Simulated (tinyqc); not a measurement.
The basis set: RHF and MP2 along a ladder of basis sets, for H3+, spin multiplicity 1. Computed by the program tinyqc with PySCF. 

Geometry (angstrom):
```
atom       x       y       z
H     0.0000  0.0000  0.0000
H     0.0000  0.0000  0.8250
H     0.0000  0.7150  0.4130
```

Same geometry throughout; the dipole is taken about the origin.

RHF and frozen-core MP2 in a ladder of bases:
```
basis        functions  E(RHF) (hartree)  E(MP2 corr) (hartree)  HOMO (eV)  LUMO (eV)  dipole (debye)
sto-3g               3          -1.22374               -0.01643    -34.310     -0.010           2.289
3-21g                6          -1.26959               -0.02188    -33.934     -4.507           2.289
6-31g                6          -1.27392               -0.02183    -33.965     -4.690           2.289
6-31g**             15          -1.29284               -0.03041    -33.929     -4.615           2.289
cc-pvdz             15          -1.28980               -0.02842    -33.903     -4.889           2.289
aug-cc-pvdz         27          -1.28998               -0.02885    -33.899     -5.194           2.289
cc-pvtz             42          -1.29799               -0.03383    -33.948     -5.026           2.289
```

From cc-pVDZ to cc-pVTZ the RHF energy falls by 8.2 mhartree and the correlation energy by 5.4. If valence correlation converges as X^-3, (27 E(T) - 8 E(D))/19 gives -0.0361 hartree, a rough estimate from such small X that usually falls short; STO-3G holds about 45 % of it. Beyond STO-3G the LUMO moves by 0.7 eV and the HOMO by 0.1 eV.
